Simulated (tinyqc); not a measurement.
# Elastic trap-assisted tunnelling through a dielectric: effect of the thickness at fixed voltage

Emitter at x = 0 (Fermi level 0), collector at x = t (Fermi level -V), band edge U(x) = phi - F x, F = V/t. A trap at x has the energy E = U(x) - Et. With G(u) = (4/(3 F)) sqrt(mo/C) max(u, 0)^1.5, C = hbar^2/(2 m0): S1 = G(phi - E) - G(Et), S2 = G(Et) - G(phi - V - E), T1,2 = exp(-S1,2). The steady rate through one trap is nu T1 T2 (f1 - f2)/(T1 + T2), f1 = f(E), f2 = f(E + V), f(y) = 1/(1 + exp(y/Vt)); both contacts offer states at E.

J = q Nt times the integral of the rate over x. Direct S = (4/(3 F)) sqrt(mo/C) [phi^1.5 - max(phi - V, 0)^1.5].

Inputs (values chosen for the exercise); dielectric values close to those of aluminium oxide:
```
symbol,value,unit,meaning
T,300,K,temperature
phi,2.56,eV,barrier above the emitter Fermi level
mo,0.4,m0,tunnelling mass
Et,2.05,eV,trap depth below the band edge of the dielectric
Nt,4.7e17,cm^-3,trap density
nu,1e13,1/s,attempt frequency
V,1.93,V,voltage
```

Constants: q = 1.602176634e-19 C, kB = 1.380649e-23 J/K, hbar = 1.054571817e-34 J s, m0 = 9.1093837015e-31 kg, Vt = kB T/q, hbar^2/(2 m0) = 0.0380998212 eV nm^2. Results are converted to the units shown.

Result of one run:
```
t (nm)  J (A/cm^2)  x of the peak over t  larger S there  direct S
3.4        0.00400                 0.428            15.3      27.4
```

What becomes of these results when the thickness t is changed from 3.4 to 4.4 nm, all else the same?

Result of the changed run:
```
t (nm)  J (A/cm^2)  x of the peak over t  larger S there  direct S
4.4        4.73e-5                 0.430            19.8      35.4
```

The whole series:
```
t (nm)  J (A/cm^2)  x of the peak over t  larger S there  direct S
2.5          0.212                 0.424            11.3      20.1
3.4        0.00400                 0.428            15.3      27.4
4.4        4.73e-5                 0.430            19.8      35.4
5.3        8.62e-7                 0.431            23.8      42.7
6.2        1.57e-8                 0.432            27.8      49.9
7.1       2.85e-10                 0.433            31.8      57.2
8.1       3.32e-12                 0.433            36.3      65.2
9         6.04e-14                 0.434            40.3      72.4
```

J falls from 0.212 to 6.04e-14 A/cm^2, on average 1.93 decades a nanometre, against 3.50 for the direct exponent: trap-assisted leakage falls more slowly, so it gains on direct tunnelling as the layer thickens.

Range of the model: Phonon-assisted (inelastic) capture, chains of traps and a spread of trap depths are left out.

Computed by the program tinyqc: `OMP_NUM_THREADS=1 python tinyqc.py 2370006 2370007 out.jsonl`, one thread of a shared Intel Xeon 2.30GHz, about 0.03 s for the whole run.
